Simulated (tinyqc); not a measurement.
Coherent potential approximation for a binary alloy with a semi-elliptic band, step by step. Values are carried at full precision from step to step, so a last printed digit may differ when a step is redone from the rounded ones.

Site levels eA = -x d (share 1 - x) and eB = (1 - x) d (share x), so that their mean, the virtual crystal, is 0. Pure band: G0(z) = 2 (z - sqrt(z - W) sqrt(z + W))/W^2 with principal roots, density -Im G/pi per site. The medium has a self-energy S(z), G = G0(z - S), z = E + i eta. t_i = (e_i - S)/(1 - (e_i - S) G); the CPA demands <t> = (1 - x) tA + x tB = 0. Iteration: start at S = 0, set S(new) = S + <t>/(1 + <t> G), stop when |<t>| < 1e-9 eV.

Constants: hbar = 6.58211957e-16 eV s.

Inputs chosen for the exercise:
```
symbol  value  unit  meaning
W       2.3    eV    half width of the pure band
x       0.42         fraction of B
d       2.9    eV    eB - eA
eta     0.046  eV    broadening
E       -0.43  eV    energy
```

## First step: the average t-matrix

With S = 0 form G, tA, tB, <t> and the new S.

eA, eB (eV): [-1.2180, 1.6820]

G = -0.15926-0.83703i 1/eV

tA, tB (eV): [-0.5812-0.7352i, 0.5941-0.6597i]

<t> = -0.0876-0.7035i eV
S after one step = -0.7794-1.3149i eV

## The self-consistent medium

Iterate.

Iterations:
```
i               S (eV)           G (1/eV)  |<t>| (eV)
0              0.00000  -0.15926-0.83703i       0.709
1    -0.77937-1.31493i   0.06440-0.48947i       0.744
2    -1.39357-0.98676i   0.20538-0.50461i       0.268
3    -1.27868-0.78254i   0.20591-0.56112i      0.0793
4    -1.20593-0.81485i   0.18577-0.56200i      0.0275
5    -1.21494-0.84135i   0.18497-0.55509i     0.00984
6    -1.22448-0.83893i   0.18735-0.55461i     0.00346
7    -1.22389-0.83553i   0.18759-0.55543i     0.00121
...                ...                ...         ...
17   -1.22283-0.83602i   0.18730-0.55543i    3.36e-08
18   -1.22283-0.83602i   0.18730-0.55543i    1.18e-08
19   -1.22283-0.83602i   0.18730-0.55543i    4.13e-09
20   -1.22283-0.83602i   0.18730-0.55543i    1.45e-09
21   -1.22283-0.83602i   0.18730-0.55543i    5.07e-10
```

S = -1.22283-0.83602i eV
G = 0.18730-0.55543i 1/eV

Converged at i = 21. The first step gave -0.7794-1.3149i eV.

## Densities on A and B, and the lifetime

G_i = G/(1 - (e_i - S) G); densities -Im G_i/pi; their weighted sum must be -Im G/pi. Lifetime hbar/(2 |Im S|), which has a meaning only while |Im S| is small against W. Weak-scattering value of S: x (1 - x) d^2 G.

densities (1/eV): on A 0.2757, on B 0.0402, weighted sum 0.1768, medium 0.1768

lifetime = 0.394 fs
weak-scattering S = 0.3837-1.1379i eV

An A site carries the larger density here, by a factor 6.85; the weak-scattering value is 110 % from S.

## Checks

- Weighted sum of the partial densities against the density of the medium: both 0.17680.

tinyqc: `OMP_NUM_THREADS=1 python tinyqc.py 1452347 1452348 out.jsonl`; about 0.01 s, one thread, shared Intel(R) Xeon(R) Processor @ 2.30GHz.
